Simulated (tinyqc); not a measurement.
# From one set of inputs to another, one input at a time

Model: capillary instabilities by surface diffusion: grooving and agglomeration of films, edge retraction, wire break-up and smoothing of roughness. Computed by tinyqc, a small Python program. Command: `OMP_NUM_THREADS=1 python tinyqc.py 3027369 3027370 out.jsonl dewet ladder`. One thread of a shared host (Intel(R) Xeon(R) Processor @ 2.30GHz), about 0.01 s of CPU time with the checks.

Isotropic surface energy; shapes change by surface diffusion alone.

The inputs printed are set A. Inputs not listed in the table keep their values of set A, so the rows need not describe a real material.

Inputs (values chosen for the exercise, of the order of those of a cobalt film):

| quantity | value | unit |
|---|---|---|
| surface energy gamma_s | 2.1 | J/m^2 |
| grain-boundary energy gamma_b | 0.88 | J/m^2 |
| interface energy gamma_i | 1.2 | J/m^2 |
| atomic volume Omega | 11.1 | angstrom^3 |
| surface sites nu | 14 | 1/nm^2 |
| prefactor D0 | 0.00023 | m^2/s |
| activation energy Q | 1.54 | eV |
| temperature T | 593 | K |
| time t | 2000 | s |
| film thickness h | 4.4 | nm |
| grain radius R | 9.1 | nm |

Grooves: at the surface and the interface.

Constants: k_B = 8.617333262e-05 eV/K; k_B = 1.380649e-23 J/K.

Method:
- B = D_s nu gamma_s Omega^2/(k_B T), D_s = D0 exp(-Q/(k_B T)).
- Groove angle beta: sin(beta) = gamma_b/(2 gamma). For circular grains of radius R with spherical caps the groove ends (measured from the mean surface) at the depth R g(beta), g = (2 - 3 cos beta + cos^3 beta)/(3 sin^3 beta). The film parts if R [g(beta_s) + g(beta_i)] > h.
- Mullins' isolated groove: depth below the flat surface d = 0.780 m (B t)^(1/4), m = tan(beta_s), width between the ridges 4.6 (B t)^(1/4); time to reach h: (h/(0.780 m))^4/B.

Each row keeps all changes above it:

| input moved | from | to | B (nm^4/s) | critical R/h | groove depth (nm) |
|---|---|---|---|---|---|
| set A | - | - | 8.307e+00 | 6.70 | 1.898 |
| temperature T (K) | 593 | 522 | 1.566e-01 | 6.70 | 0.703 |
| grain-boundary energy gamma_b (J/m^2) | 0.88 | 0.53 | 1.566e-01 | 11.38 | 0.417 |
| grain radius R (nm) | 9.1 | 98 | 1.566e-01 | 11.38 | 0.417 |
| prefactor D0 (m^2/s) | 0.00023 | 9.1e-05 | 6.194e-02 | 11.38 | 0.331 |
| activation energy Q (eV) | 1.54 | 0.996 | 1.107e+04 | 11.38 | 6.806 |
| film thickness h (nm) | 4.4 | 4.2 | 1.107e+04 | 11.38 | 6.806 |
| atomic volume Omega (angstrom^3) | 11.1 | 11.8 | 1.251e+04 | 11.38 | 7.017 |

B goes from 8.31 to 12500, a factor 1510 in all. The largest single move comes from activation energy Q (a factor 179000), and temperature T works against it (a factor 0.0188). Critical R/h goes from 6.70 to 11.4, a factor 1.70 in all. The largest single move comes from grain-boundary energy gamma_b (a factor 1.70). Groove depth goes from 1.90 to 7.02, a factor 3.70 in all. The largest single move comes from activation energy Q (a factor 20.6), and temperature T works against it (a factor 0.371). The single moves hold for this order of the switches; the total does not depend on the order.

Caution (rows set A, temperature T, grain-boundary energy gamma_b, activation energy Q, film thickness h, atomic volume Omega): the grooves of neighbouring boundaries overlap, so the depth levels off at its final value. Caution (rows activation energy Q, film thickness h, atomic volume Omega): this depth exceeds the film thickness, so the isolated-groove formula no longer applies.

Extremes, crossings and ranges named in words are read from the listed rows.
